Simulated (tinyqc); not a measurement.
Gamma, L and X subbands of a thin body with non-parabolic valleys, step by step. Values are carried at full precision from step to step, so a last printed digit may differ when a step is redone from the rounded ones.

Hard walls, flat band, c = hbar^2/2m0, energies from the bulk Gamma edge. For a valley at angle theta to the normal 1/m_z = cos^2/ml + sin^2/mt and m_d = sqrt(ml mt^2/m_z). Subband n starts at E_v + e with e (1 + a e) = c (n pi/t)^2/m_z, and its density-of-states mass is taken as m_d (1 + 2 a e), without further growth at higher in-plane energy. Groups are named by valley and degeneracy.

Constants: hbar^2/2m0 = 3.80998211 eV angstrom^2; kB = 8.617333262e-05 eV/K.

Values chosen for the exercise (near those of a thin InP channel; not measured data): face = 100 (surface); mG = 0.0808 m0 (Gamma mass); aG = 0.6 1/eV (Gamma non-parabolicity); EL = 0.573 eV (L edge above Gamma); mL = (1.646, 0.103) m0 (L valleys (four, along <111>): ml, mt); EX = 0.943 eV (X edge above Gamma); mX = (0.892, 0.277) m0 (X valleys (three, along <100>): ml, mt); aS = 0.7 1/eV (non-parabolicity of L and X); t = 30 angstrom (body thickness); Ns = 4.8 x 1e12/cm^2 (sheet density); T = 300 K (temperature); eot = 7 angstrom (equivalent oxide thickness).

## Valley groups

List degeneracy, edge, m_z, m_d and a.

Groups:
```
group  g  E_v (eV)     m_z     m_d  a (1/eV)
G1     1     0.000  0.0808  0.0808      0.60
L4     4     0.573  0.1498  0.3414      0.70
X1     1     0.943  0.8920  0.2770      0.70
X2     2     0.943  0.2770  0.4971      0.70
```

## Subband edges

n = 1 to 8 for each group; list the ten lowest.

Subbands:
```
subband  g  E (eV)  DOS mass
G1 n=1   1  0.4142    0.1210
L4 n=1   4  0.8119    0.4556
X1 n=1   1  0.9884    0.2946
X2 n=1   2  1.0806    0.5928
X1 n=2   1  1.1107    0.3420
G1 n=2   1  1.2018    0.1973
X1 n=3   1  1.2834    0.4090
L4 n=2   4  1.3092    0.6933
X2 n=2   2  1.4001    0.8152
X1 n=4   1  1.4860    0.4876
```

The lowest subband is G1 n=1, 398 meV below L4 n=1; in the bulk the lowest valley is Gamma.

## Filling and quantum capacitance

n_i = g m/(2 pi c) kB T ln(1 + exp((EF - E_i)/kB T)), sum n_i = Ns (1e12/cm^2 = 1e-4/angstrom^2), c = hbar^2/2m0. Quantum capacitance Cq = 1602.176634 sum g m/(2 pi c) f_i in microfarad/cm^2 with f_i = 1/(1 + exp((E_i - EF)/kB T)); Cox = 34.5313/eot (one gate); C/Cox = Cq/(Cq + Cox), the centroid term left out.

Over the ten listed subbands, named by valley (G, L, X), degeneracy and number.

EF = 0.5085 eV

n_i in the order of the list (1e12/cm^2): 4.800  0.000  0.000  0.000  0.000  0.000  0.000  0.000  0.000  0.000

Cq = 7.89 microfarad/cm^2
Cox = 4.933 microfarad/cm^2
C/Cox = 0.615

EF lies 94 meV above the lowest edge; Gamma holds 100 % of the electrons. The low density of states costs 38 % of the gate capacitance.

## Checks

- Cq against the slope dNs/dEF by finite differences, microfarad/cm^2: both 7.89.

tinyqc: `OMP_NUM_THREADS=1 python tinyqc.py 1281109 1281110 out.jsonl`; about 0.02 s, one thread, shared Intel(R) Xeon(R) Processor @ 2.30GHz.
